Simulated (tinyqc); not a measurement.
# p-n diode with diffusion and depletion-layer recombination, step by step

Program tinyqc, `OMP_NUM_THREADS=1 python tinyqc.py 2260103 2260104 out.jsonl`; Intel Xeon 2.30GHz, shared host, one thread, about 0.01 s. Printed values are rounded.

Abrupt junction in the depletion approximation, low injection, full ionisation, neutral widths fixed, ohmic contact on the p side. Vj is the junction voltage; where a series resistance Rs is given, V = Vj + J Rs is the terminal voltage.

Parameters, values chosen for the exercise; band and dielectric values those of a made-up semiconductor:
- T = 273 K (temperature)
- Eg = 1.02 eV (band gap)
- eps_r = 9.27 (relative permittivity)
- Nc = 2.97e19 cm^-3 (conduction-band density of states at T)
- Nv = 2.75e19 cm^-3 (valence-band density of states at T)
- Na = 1.2e16 cm^-3 (acceptor density)
- Nd = 1.3e17 cm^-3 (donor density)
- mun = 1100 cm^2/(V s) (electron mobility in the p side)
- mup = 310 cm^2/(V s) (hole mobility in the n side)
- tn = 1e-8 s (electron lifetime)
- tp = 6e-9 s (hole lifetime)
- wp = 47 um (neutral width of the p side)
- wn = 1.5 um (neutral width of the n side)
- Sp = 3e5 cm/s (recombination velocity at the n contact)
- Rs = 0.012 ohm cm^2 (series resistance)
- Et = 0 eV (trap level above the intrinsic level)
- Vj = 0.37 V (junction voltage at which recombination is evaluated)
- V = 0.68 V (terminal voltage)

Constants: q = 1.602176634e-19 C, kB = 1.380649e-23 J/K, Vt = kB T/q, eps0 = 8.8541878128e-14 F/cm where lengths are in cm. Results are converted to the units shown.

## Diffusion lengths and saturation currents

ni = sqrt(Nc Nv) exp(-Eg/(2 Vt)), Eg in volts; D = mu Vt; Ln = sqrt(Dn tn), Lp = sqrt(Dp tp); J0n = q ni^2 Dn coth(wp/Ln)/(Ln Na); J0p = (q ni^2 Dp/(Lp Nd)) (s + tanh(wn/Lp))/(1 + s tanh(wn/Lp)), s = Sp Lp/Dp.

ni = 1.09919e10 cm^-3
Ln = 5.08703 um
Lp = 2.09182 um
J0n = 8.20620e-11 A/cm^2
J0p = 7.60629e-12 A/cm^2

wp/Ln = 9.2 and wn/Lp = 0.72; electrons carry 91.5 % of the diffusion current.

## Recombination in the depleted layer

ni = sqrt(Nc Nv) exp(-Eg/(2 Vt)), Eg in volts. Vbi = Vt ln(Na Nd/ni^2), W = sqrt(2 eps0 eps_r (Vbi - Vj)(1/Na + 1/Nd)/q), xp = W Nd/(Na + Nd), xn = W Na/(Na + Nd); u(x) = q Na (x + xp)^2/(2 eps0 eps_r) for x < 0 and Vbi - Vj - q Nd (xn - x)^2/(2 eps0 eps_r) for x > 0; p = Na exp(-u/Vt), n = Nd exp((u - Vbi + Vj)/Vt); U = ni^2 (exp(Vj/Vt) - 1)/(tp (n + ni exp(Et/Vt)) + tn (p + ni exp(-Et/Vt))); J_scr = q times the integral of U from -xp to xn. Trapezoid rule on 16 equal steps.

W = 178.127 nm

```
point	x (nm)	u (V)	n (cm^-3)	p (cm^-3)	U (cm^-3 s^-1)
0	-163.074	0.000000	6.81453e10	1.2e16	6.81450e18
1	-151.941	0.001452	7.24826e10	1.12819e16	7.24822e18
2	-140.808	0.005806	8.72223e10	9.37540e15	8.72216e18
3	-129.675	0.013065	1.18745e11	6.88653e15	1.18744e19
4	-118.542	0.023226	1.82895e11	4.47112e15	1.82890e19
5	-107.409	0.036290	3.18700e11	2.56587e15	3.18674e19
6	-96.276	0.052258	6.28287e11	1.30154e15	6.28097e19
7	-85.143	0.071129	1.40130e12	5.83562e14	1.39924e20
8	-74.010	0.092903	3.53588e12	2.31270e14	3.50348e20
9	-62.877	0.117581	1.00939e13	8.10133e13	9.38993e20
10	-51.745	0.145161	3.26002e13	2.50840e13	1.83097e21
11	-40.612	0.175645	1.19117e14	6.86504e12	1.04367e21
12	-29.479	0.209032	4.92408e14	1.66071e12	2.75221e20
13	-18.346	0.245323	2.30288e15	3.55097e11	5.91668e19
14	-7.213	0.284516	1.21846e16	6.71128e10	1.11853e19
15	3.920	0.324483	6.66244e16	1.22739e10	2.04565e18
16	15.053	0.340209	1.3e17	6.29034e9	1.04839e18
```

J_scr = 8.55505e-4 A/cm^2

With 2000 steps J_scr = 8.548e-4 A/cm^2; the coarse value is 0.081 % above it. U is largest at x = -51.7 nm among these points; the peak lies where tp n = tn p. On the fine grid U peaks at 1.845e21 cm^-3 s^-1, and J_scr/(q U_max) is 16.2 % of W, the effective width of the recombining zone.

## Starting value

Vj = Vt ln(V/(Rs J0)), the value at which all of V would drop over Rs.

Vj at the start = 0.639232 V

## Iteration 1: new Vj

J0 = J0n + J0p = 8.96683e-11 A/cm^2

Diffusion current alone: J = J0 (exp(Vj/Vt) - 1), g = Vj + J Rs - V, g' = 1 + Rs J0 exp(Vj/Vt)/Vt, Vj(new) = Vj - g/g'.

J = 56.6667 A/cm^2
g = 0.639232 V
g' = 29.9050
Vj after iteration 1 = 0.617857 V

## Iteration 2: new Vj

As before.

J = 22.8414 A/cm^2
g = 0.211953 V
g' = 12.6511
Vj after iteration 2 = 0.601103 V

## Course of the iteration

Stop when the step is below 1e-10 V, or after 80 iterations.

Course of the iteration:
```
iteration	Vj before the step (V)	step (V)
1	0.639232	-0.0214
2	0.617857	-0.0168
3	0.601103	-8.27e-3
4	0.592828	-1.48e-3
5	0.591350	-3.83e-5
6	0.591312	-2.47e-8
7	0.591312	-1.02e-14
```

Converged in 7 iterations.
